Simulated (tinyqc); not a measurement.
# p-n diode, drift-diffusion by the Gummel loop with Scharfetter-Gummel fluxes: effects of single changes

Abrupt junction at x = 0, p side from -Lp, n side to Ln, ohmic contacts. psi is counted from the intrinsic level; n = ni exp((psi - phin)/Vt), p = ni exp((phip - psi)/Vt). Contacts: p side psi = V - Vt ln(Na/ni), p = Na, n = ni^2/Na; n side psi = Vt ln(Nd/ni), n = Nd, p = ni^2/Nd. Constant mobilities, D = mu Vt, Boltzmann statistics, SRH recombination through a mid-gap level, U = (n p - ni^2)/(tp (n + ni) + tn (p + ni)). Current is positive from the p contact to the n contact.

Parameters, values chosen for the exercise; band and dielectric values close to those of silicon:
- T = 300 K (temperature)
- Eg = 1.13 eV (band gap)
- eps_r = 11.5 (relative permittivity)
- Nc = 2.75e19 cm^-3 (conduction-band density of states at T)
- Nv = 2.65e19 cm^-3 (valence-band density of states at T)
- Na = 7.6e15 cm^-3 (acceptor density of the p side)
- Nd = 1.3e16 cm^-3 (donor density of the n side)
- mun = 1200 cm^2/(V s) (electron mobility)
- mup = 350 cm^2/(V s) (hole mobility)
- tn = 2e-7 s (SRH lifetime of electrons)
- tp = 2e-8 s (SRH lifetime of holes)
- Lp = 6.1 um (length of the p side)
- Ln = 2.2 um (length of the n side)
- G = 0 cm^-3 s^-1 (uniform generation rate)

Constants: q = 1.602176634e-19 C, kB = 1.380649e-23 J/K, Vt = kB T/q, eps0 = 8.8541878128e-14 F/cm where lengths are in cm. Results are converted to the units shown.

Each table varies one quantity; the others keep the values above.

## Current against voltage in the dark

ni = sqrt(Nc Nv) exp(-Eg/(2 Vt)), Eg in volts. Poisson and both continuity equations are solved self-consistently with Scharfetter-Gummel fluxes on a graded mesh of 500 nodes. J_scr is q times the integral of U between -xp and xn. Ideal diffusion current J_id = q ni^2 [Dn coth(wp/Le)/(Le Na) + Dp coth(wn/Lh)/(Lh Nd)] (exp(V/Vt) - 1), Le = sqrt(Dn tn), Lh = sqrt(Dp tp), wp = Lp - xp, wn = Ln - xn, with xp and xn from the depletion approximation (W = sqrt(2 eps0 eps_r (Vbi - V)(1/Na + 1/Nd)/q), xp = W Nd/(Na + Nd), xn = W Na/(Na + Nd), Vbi = Vt ln(Na Nd/ni^2)). Ideality factor = 0.004 V/(Vt ln[J(V + 0.004 V)/J(V)]). Here G = 0.

In this table G = 0 cm^-3 s^-1.

Current against voltage in the dark:
columns A: V (V); B: J (A/cm^2); C: ideality factor; D: J_scr/J (%); E: J_id (A/cm^2); F: share recombining at the contacts (%); G: larger minority/doping at -xp and xn
```
A           B     C      D        E     F         G
0.14  5.14e-7  1.70   94.3  2.92e-8  5.36  4.74e-10
0.2   2.03e-6  1.64   85.4  2.98e-7  13.8   4.79e-9
0.26  9.10e-6  1.44   66.8  3.03e-6  31.4   4.85e-8
0.32  5.21e-5  1.22   41.1  3.07e-5  55.6   4.89e-7
0.37  2.74e-4  1.11   22.7  2.12e-4  73.0   3.35e-6
0.43  0.00238  1.04   9.70  0.00215  85.2   3.37e-5
0.49   0.0227  1.02   3.94   0.0219  90.6   3.36e-4
0.55    0.223  1.01   1.60    0.222  92.8   0.00329
0.6      1.49  1.04  0.713     1.53  93.7    0.0209
```

What does the table show?

J rises from 5.14e-7 to 1.49 A/cm^2; the ideality factor goes from 1.70 through a minimum of 1.01 (at V = 0.55 V among the rows listed) to 1.04. Recombination in the depleted layer carries over half of the current up to V = 0.26 V, where the factor is 1.44; it grows roughly as exp(V/2 Vt), so diffusion overtakes it. Where the factor is lowest (V = 0.55 V), J is 0.75 % above the ideal diffusion current.

## Effect of the length of the n side at fixed bias

Same model as above.

In this table V = 0.45 V.

Effect of the length of the n side at fixed bias:
columns A: Ln (um); B: J (A/cm^2); C: ideality factor; D: J_scr/J (%); E: J_id (A/cm^2); F: share recombining at the contacts (%); G: larger minority/doping at -xp and xn
```
A          B     C     D        E     F        G
2.2  0.00501  1.03  7.20  0.00466  87.6  7.25e-5
3.6  0.00450  1.04  8.01  0.00415  83.8  7.25e-5
6    0.00426  1.04  8.47  0.00390  79.3  7.25e-5
9.8  0.00418  1.04  8.64  0.00382  75.2  7.25e-5
16   0.00416  1.04  8.67  0.00381  72.7  7.25e-5
27   0.00416  1.04  8.67  0.00381  72.0  7.25e-5
44   0.00416  1.04  8.67  0.00381  71.9  7.25e-5
```

What does the table show?

As Ln rises from 2.2 to 44, J falls from 0.00501 to 0.00416 A/cm^2, the share of the depleted layer rises from 7.20 to 8.67 % and the share lost at the contacts falls from 87.6 to 71.9 %. The exponent d ln J/d ln Ln is -0.22 between the first two rows and 0.00 between the last two. J less J_scr is 0.22 % below J_id in the last row.

tinyqc, about 0.2 s, one thread, Intel Xeon 2.30GHz (shared host): `OMP_NUM_THREADS=1 python tinyqc.py 2240152 2240153 out.jsonl`
